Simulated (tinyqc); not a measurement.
Inside a calculation. Model: Landau-Devonshire theory of a uniaxial ferroelectric. Computed by tinyqc, a small Python program that keeps every step. Command: `OMP_NUM_THREADS=1 python tinyqc.py 3015631 3015632 out.jsonl ferro walk`. One thread of a shared host (Intel(R) Xeon(R) Processor @ 2.30GHz), about 0.01 s of CPU time with the checks. Intermediate numbers are printed to about 5 digits and carried at full precision; extremes and crossings named in words are read from the listed rows.

G(P) = (alpha/2) P^2 + (beta*/4) P^4 + (gamma/6) P^6 - E P per volume, SI units, one domain, P along the polar axis, which is normal to the film.

Inputs (values chosen for the exercise, for a model ferroelectric):

| quantity | value | unit |
|---|---|---|
| alpha_0 | 319000 | J m/(C^2 K) |
| Curie-Weiss temperature T0 | 830 | K |
| beta | 2.07e+08 | J m^5/C^4 |
| gamma | 1.22e+09 | J m^9/C^6 |
| temperature T | 663 | K |
| misfit strain u_m | -0.0058 | - |
| electrostriction Q12 | -0.038 | m^4/C^2 |
| compliance s11 + s12 | 3.6e-12 | m^2/N |
| applied field E | 41 | MV/m |
| film thickness d | 8.7 | nm |
| screening length lambda | 0.0037 | nm |
| background permittivity eps_b | 10 | - |
| gradient coefficient g | 3.3e-10 | J m^3/C^2 |
| series capacitance C_d | 3.8 | microfarad/cm^2 |
| start of Newton steps P0/Ps | 2 | - |

Sample: epitaxial film.

Constants: eps_0 = 8.8541878128e-12 F/m.

## Coefficients at T

alpha = alpha_0 (T - T0*), with clamping: T0* = T0 + 4 Q12 u_m/(alpha_0 (s11 + s12)), beta* = beta + 4 Q12^2/(s11 + s12).

T0* = 1597.7 K

alpha = -2.9816e+08 J m/C^2

beta* = 1.8114e+09 J m^5/C^4

Compression raises T0 by 768 K. beta* > 0: the transition is of second order. Caution: a shift of T0 this large is beyond the range where constant coefficients hold.

## Spontaneous polarisation, susceptibility, coercive field

Ps^2 = [-beta* + sqrt(beta*^2 - 4 alpha gamma)]/(2 gamma). chi = 1/(eps_0 G''), G'' = alpha + 3 beta* P^2 + 5 gamma P^4 at Ps. Ps, chi and the coercive field are for perfect screening, without a depolarising field. The intrinsic coercive field is |alpha P + beta* P^3 + gamma P^5| at the P_c where G'' = 0. 1 C/m^2 = 100 microcoulomb/cm^2.

spontaneous polarisation Ps = 38.670 microcoulomb/cm^2

susceptibility chi = 173.52

well depth G(Ps) = -11.487 MJ/m^3

P_c = 22.770 microcoulomb/cm^2

intrinsic coercive field = 45.759 MV/m

P_c/Ps = 0.589, near the 1/sqrt(3) = 0.577 of a quartic well. Real switching runs by domain nucleation at far lower fields. Caution: far below T0* the expansion with linear alpha(T) is only a fit.

## Polarisation in the field by Newton steps

Solve G'(P) = alpha P + beta* P^3 + gamma P^5 - E = 0 by P(new) = P - G'/G'' from P0; stop when the step is below 1e-11 C/m^2 (G' under 1e-6 MV/m is shown as 0).

Newton steps:

| step | P (microcoulomb/cm^2) | G' (MV/m) | G'' (MJ m/C^2) |
|---|---|---|---|
| 1 | 77.340 | 9.0399e+02 | 5134.9 |
| 2 | 59.736 | 2.5981e+02 | 2417.7 |
| 3 | 48.990 | 6.0335e+01 | 1357.4 |
| 4 | 44.545 | 7.6889e+00 | 1020.3 |
| 5 | 43.791 | 1.9691e-01 | 968.3 |
| 6 | 43.771 | 1.4074e-04 | 966.9 |
| 7 | 43.771 | 0 | 966.9 |

P at the end of the steps = 43.771 microcoulomb/cm^2

1/(eps_0 G'') there = 116.81

The linear estimate Ps + eps_0 chi E gives 44.969; the field lowers chi by 32.7 %.

## The 180-degree wall

With the term (g/2) (dP/dx)^2, (g/2) P'^2 = G(P) - G(Ps) across the wall: energy = int_(-Ps)^(Ps) sqrt(2 g [G(P) - G(Ps)]) dP (40 Gauss-Legendre points); width = 2 Ps over the slope at P = 0, sqrt(2 |G(Ps)|/g). Elastic coupling inside the wall is left out.

wall energy = 45.158 mJ/m^2

wall width = 2.9312 nm

## A capacitor with imperfect screening

Between shorted electrodes with screening length lambda each, the depolarising field is -k P, k = 2 lambda/(eps_0 (d + 2 lambda eps_b)), so alpha turns into alpha + k. The polar state is the lowest uniform state while alpha + k < 0 (beta* > 0) or < 3 beta*^2/(16 gamma) (beta* < 0); setting the equality gives the critical thickness d_c.

depolarising coefficient k = 9.5254e+07 J m/C^2

polarisation of the film = 32.348 microcoulomb/cm^2

size of the depolarising field = 30.813 MV/m

critical thickness d_c = 2.7291 nm

The film keeps 84 % of Ps.

## Thickness series

Domains are left out, though they can pre-empt both the loss of P and the state at P = 0. The second and third columns are for the shorted capacitor, polar only where it is the lowest uniform state: alpha + k < 0 (beta* > 0) or < 3 beta*^2/(16 gamma) (beta* < 0). The last column is another circuit, the film in series with C_d at P = 0: 1/C = (alpha d)/(1 + alpha eps_0 eps_b) + 1/C_d, and P = 0 is locally stable while 1/C > 0; a dash marks the rest.

Against thickness:

| d (nm) | P (microcoulomb/cm^2) | depolarising field (MV/m) | C of the stack / C_d |
|---|---|---|---|
| 1 | 0.000 | 0.000 | 1.0118 |
| 2 | 0.000 | 0.000 | 1.0238 |
| 3 | 11.987 | 32.591 | 1.0362 |
| 5 | 26.521 | 43.684 | 1.0618 |
| 8 | 31.723 | 32.837 | 1.1027 |
| 15 | 35.169 | 19.499 | 1.2115 |
| 30 | 36.970 | 10.274 | 1.5364 |
| 60 | 37.832 | 5.263 | 3.3139 |
| 150 | 38.337 | 2.135 | - |

The polar state appears between 2 and 3 nm (d_c = 2.73 nm), and at 150 nm P is 99.1 % of Ps. The stack exceeds C_d wherever it is stable, up to 3.31 times: the ferroelectric held at P = 0 acts as a negative capacitance.

Checks made by the program: Ps against a numerical root of G'(P)/P (relative difference below 1e-10).
